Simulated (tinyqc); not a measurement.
# Scattering of inversion-layer electrons by surface optical phonons of the gate insulator (remote phonon scattering), step by step

A worked calculation. Computed by tinyqc, a small Python program that keeps every step. Command: `OMP_NUM_THREADS=1 python tinyqc.py 3110421 3110422 out.jsonl sophonon walk`. One thread of a shared host (Intel(R) Xeon(R) Processor @ 2.30GHz), about 0.02 s of CPU time with the checks. Intermediate numbers are printed to about 5 digits and carried at full precision; extremes and crossings named in words are read from the listed rows.

One subband with the Fang-Howard envelope; insulator and channel are half-spaces, the gate is far away, and an interlayer only moves the polar surface away by t (its own modes and its permittivity contrast are left out).

Inputs (values chosen for the exercise, modelled on SiO2 on germanium): static constant of the insulator eps_0s = 3.86; intermediate constant eps_i = 3.04; optical constant eps_inf = 2.46; hbar omega_TO1 = 56.2 meV; hbar omega_TO2 = 136 meV; constant of the channel eps_s = 16.2; in-plane mass m = 0.116 m_0; valleys g_v = 4; sheet density n = 1.7e+12 1/cm^2; mean distance of the electrons z0 = 3/b = 2.3 nm; interlayer thickness t = 1.1 nm; temperature T = 350 K; electron energy E = 41 meV; mobility from other processes = 450 cm^2/(V s).

Screening by the channel electrons: static.

Constants: k_B = 8.617333262e-05 eV/K; hbar^2/(2 m_0) = 3.80998212 eV angstrom^2; e^2/(4 pi eps_0) = 14.39964548 eV angstrom; hbar = 6.582119569e-16 eV s; e = 1.602176634e-19 C; m_0 = 9.1093837015e-31 kg.

## Surface modes and strengths

eps(w) = eps_inf + (eps_0s - eps_i) w1^2/(w1^2 - w^2) + (eps_i - eps_inf) w2^2/(w2^2 - w^2). Surface modes solve eps(w) + eps_s = 0, a quadratic in w^2; the strength of a mode is g = 2/(w d eps/dw). Occupation N = 1/(exp(hbar w/(k_B T)) - 1).

hbar omega_SO (meV): 1 57.38, 2 138.12

strengths g: 1 0.0020970, 2 0.0016431

occupations N: 1 0.17538, 2 0.01037

hbar omega g (2 N + 1) (meV): 1 0.16253, 2 0.23164

The lower mode has the larger hbar omega g N, the prefactor of absorption before the dependence on q: 0.0211 and 0.00235 meV.

## The electron gas

Density of states D = g_v m/(pi hbar^2); eta = E_F/(k_B T) = ln(exp(n/(D k_B T)) - 1); screening wave number q_s = e^2 D/(2 eps_0 eps_avg) x 1/(1 + exp(-eta)), eps_avg = (eps_s + eps_inf)/2; b = 3/z0.

D = 1.9383e+14 1/(eV cm^2)

eta = -1.0862

q_s = 0.47429 1/nm

b = 1.3043 1/nm

## Squared matrix elements

For a mode of strength g, without the occupation factor, Area x |M(q)|^2 = e^2 hbar w g/(2 eps_0 q) x (b/(b + q))^6 exp(-2 q t) / (1 + (q_s/q) H(q))^2, H = (1 + 9 x/8 + 3 x^2/8)/(1 + x)^3, x = q/b.

Area x |M|^2 (meV^2 nm^2):
```
q (1/nm)  (b/(b + q))^6  exp(-2 q t)  mode 1  mode 2
0.05            0.79796      0.89583  160.62  302.95
0.10            0.64197      0.80252  212.59  400.97
0.20            0.42488      0.64404  186.50  351.75
0.30            0.28878      0.51685  124.44  234.70
0.50            0.14270      0.33287   44.03   83.05
0.80            0.05671      0.17204    8.38   15.81
1.20            0.01996      0.07136    1.01    1.90
```

## Rates at the energy E

Approximate momentum relaxation rate, taking tau v alike in the initial and final states: 1/tau = (m/(2 pi hbar^3)) sum over modes and over absorption (N, E' = E + hbar w) and emission (N + 1, E' = E - hbar w > 0) of [(1 - f(E'))/(1 - f(E))] int_0^(2 pi) Area |M(q)|^2 (1 - cos theta) d theta, q^2 = k^2 + k'^2 - 2 k k' cos theta, f the Fermi function; 48 midpoints in theta from 0 to pi.

rates (1/ps): mode 1 absorption 0.0064755, mode 1 emission 0.0000000, mode 2 absorption 0.0002914, mode 2 emission 0.0000000

tau at E = 1.4778e+05 fs

## Mobility

mu = (e/m) int tau E f (1 - f) dE/(k_B T int f dE), by 300 midpoints from 0 to (max(eta, 0) + 14) k_B T; Matthiessen sum with the other processes.

remote-phonon mobility = 1.1416e+06 cm^2/(V s)

total mobility = 449.82 cm^2/(V s)

loss of mobility = 0.039404 %

Caution: a relaxation time is only an approximation for inelastic scattering, and static or no screening brackets the true dynamic screening only roughly.

## What an interlayer buys

The formulas are those given above.

Against the interlayer thickness:
```
t (nm)  remote-phonon mobility (cm^2/(V s))  total (cm^2/(V s))
0.0                              2.8033e+05              449.28
0.3                              4.1812e+05              449.52
0.6                              6.1612e+05              449.67
1.0                              1.0122e+06              449.80
1.5                              1.8184e+06              449.89
2.0                              3.1427e+06              449.94
3.0                              8.4309e+06              449.98
```

1 nm of interlayer raises the remote-phonon mobility by a factor 3.61, as exp(2 q t) with an effective q of 0.64 per nm; between 2 and 3 nm the effective q is 0.49. The total goes from 449 to 450 over the first nanometre.

Checks made by the program: sum of strengths against 1/(eps_s + eps_inf) - 1/(eps_s + eps_0s) (relative difference below 1e-10).
